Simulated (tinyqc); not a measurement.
Pump-down curve: gas flow in a process chamber: flow regimes, conductance, effective pumping speed, pump-down, outgassing and purge. Computed by tinyqc, a small Python program. Command: `OMP_NUM_THREADS=1 python tinyqc.py 3120949 3120950 out.jsonl pump walk`. One thread of a shared host (Intel(R) Xeon(R) Processor @ 2.30GHz), about 0.07 s of CPU time with the checks.

Ideal gas, isothermal flow, a pump of constant speed at the end of a round pipe; process gas, volume gas and outgassing are given the same properties. 1 sccm = 101325 Pa x 1e-6 m^3/60 s x T/273.15 K.

Inputs (values chosen for the exercise, modelled on hydrogen near room temperature):
```
quantity                     value            unit
molar mass M                 2.016           g/mol
molecular diameter            0.27              nm
viscosity eta                  8.9   micropascal s
temperature T                  300               K
chamber volume V               240               L
wall area                      1.1             m^2
pipe diameter d                 16              cm
pipe length l                   85              cm
pump speed S                   370             L/s
outgassing rate after 1 h  2.1e-06  Pa m^3/(s m^2)
outgassing exponent n          1.1               -
starting pressure p0          2300              Pa
```

Constants: k_B = 1.380649e-23 J/K; u = 1.6605390666e-27 kg.

Method:
- Mean speed c = sqrt(8 k_B T/(pi m)); aperture conductance C_a = c pi d^2/16; molecular pipe C_m = C_a/(1 + 3 l/(4 d)) (Dushman form); viscous pipe C_v = pi d^4 p_mean/(128 eta l); Knudsen interpolation C = C_v + C_m (1 + x)/(1 + 1.24 x), x = d p_mean sqrt(m/(k_B T))/eta.
- Effective speed 1/S_eff = 1/S + 1/C_m; time constant V/S_eff; pressure at which the free path k_B T/(sqrt2 pi d_m^2 p) equals d.
- Pump-down: V dp/dt = -S_eff(p) p + q(t) A, with S_eff = S p_2/p, where p_2 solves C((p + p_2)/2) (p - p_2) = S p_2 at each moment, and q(t) = q_1 (1 h/(t + 10 s))^n; integrated adaptively. At long times p = q(t) A/S_eff.
- S_eff(p) is tabulated at 260 pressures and interpolated in ln p. Comparison columns: p0 exp(-t/time constant) with the molecular S_eff (0 below 1e-26 p0), and the outgassing limit.

time constant = 0.782724 s

S_eff in molecular flow = 306.621 L/s

Pressure against time:
```
t (s)       p (Pa)  S_eff (L/s)  volume gas only (Pa)  outgassing limit (Pa)
0.3     1.4484e+03       369.96            1.5677e+03             4.7296e-03
1       4.9240e+02       369.87            6.4103e+02             4.3996e-03
3       2.2721e+01       367.26            4.9794e+01             3.6610e-03
10      4.2194e-03       306.13            6.5047e-03             2.2793e-03
30      1.0878e-03       306.48            5.2027e-14             1.0634e-03
100     3.5230e-04       306.58                     0             3.4947e-04
300     1.1212e-04       306.61                     0             1.1180e-04
1000    3.0519e-05       306.62                     0             3.0492e-05
3600    7.5126e-06       306.62                     0             7.5108e-06
20000   1.1418e-06       306.62                     0             1.1417e-06
100000  1.9449e-07       306.62                     0             1.9449e-07
```

What follows from these numbers?

From t = 30 s on the pressure is within 20 % of the outgassing limit, which falls only as (t + 10 s)^-1.1: walls, not volume, set the time to base pressure.
